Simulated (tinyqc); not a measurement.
The diagram with and without ligand: potential-pH (Pourbaix) lines of a metal, its cation, its oxide and an oxyanion, with a complexing ligand. Computed by tinyqc, a small Python program. Command: `OMP_NUM_THREADS=1 python tinyqc.py 3015571 3015572 out.jsonl pourb walk`. One thread of a shared host (Intel(R) Xeon(R) Processor @ 2.30GHz), about 0.02 s of CPU time with the checks.

Potentials are against the standard hydrogen electrode; solids and water have unit activity; dG_f of M, H+ and the electron is zero; F = e N_A and s = R T ln(10)/F. The cation carries z = 2.

Inputs (values chosen for the exercise, modelled on iron):
```
quantity,value,unit
dG_f of the cation,-77.35,kJ/mol
dG_f of the oxide,-253.16,kJ/mol
dG_f of the oxyanion,-303.78,kJ/mol
dG_f of water,-237.14,kJ/mol
temperature T,298.15,K
log10 of the dissolved activity a,-6,-
log10 of the stability constant beta of ML,9.6,-
pKa of HL,8.3,-
total ligand c_L,0.04,mol/L
```

Species: M, M2+, MO, MO2(2-).

Constants: R = 8.314462618 J/(mol K); e = 1.602176634e-19 C; N_A = 6.02214076e+23 1/mol.

Method. M2+ + 2e = M; MO + 2H+ + 2e = M + H2O; MO2(2-) + 4H+ + 2e = M + 2H2O. For each, E0 = -dG/(z F), and E = E0 + (s/z) log10 a - (s n_H/z) pH, with no activity term for the oxide. The free ligand is c_L/(1 + 10^(pKa - pH)) (ligand in excess); dissolved metal is a in all, so the free cation is a/alpha, alpha = 1 + beta [L]; the cation line drops by (s/z) log10 alpha.

E0 (V): cation -0.400838, oxide -0.083018, oxyanion 0.883554

s = 0.0591593 V

Lines against the metal (V); the species with the lowest line is stable above it:
```
pH,cation,oxide,oxyanion,stable above,cation with ligand,"stable above, ligand"
0,-0.57832,-0.08302,0.70608,cation,-0.58585,dissolved
2,-0.57832,-0.20134,0.46944,cation,-0.63474,dissolved
4,-0.57832,-0.31966,0.23280,cation,-0.69374,dissolved
5,-0.57832,-0.37881,0.11448,cation,-0.72331,dissolved
6,-0.57832,-0.43797,-0.00384,cation,-0.75283,dissolved
7,-0.57832,-0.49713,-0.12215,cation,-0.78185,dissolved
8,-0.57832,-0.55629,-0.24047,cation,-0.80684,dissolved
9,-0.57832,-0.61545,-0.35879,oxide,-0.81859,dissolved
10,-0.57832,-0.67461,-0.47711,oxide,-0.82068,dissolved
12,-0.57832,-0.79293,-0.71375,oxide,-0.82093,dissolved
14,-0.57832,-0.91125,-0.95039,oxyanion,-0.82093,oxyanion
```

What follows from these numbers?

Without ligand the oxide holds 3 of the eleven rows (pH 9 to 12), with it 0. The ligand acts once beta [L] exceeds 1, from pH = pKa - log10(beta c_L) = 0.1 on; its line then falls by at most s/z per pH unit and flattens beyond pKa, 0.243 V below the free cation at most. The oxide line falls faster, by s per pH unit.

Extremes, crossings and ranges named in words are read from the listed rows.
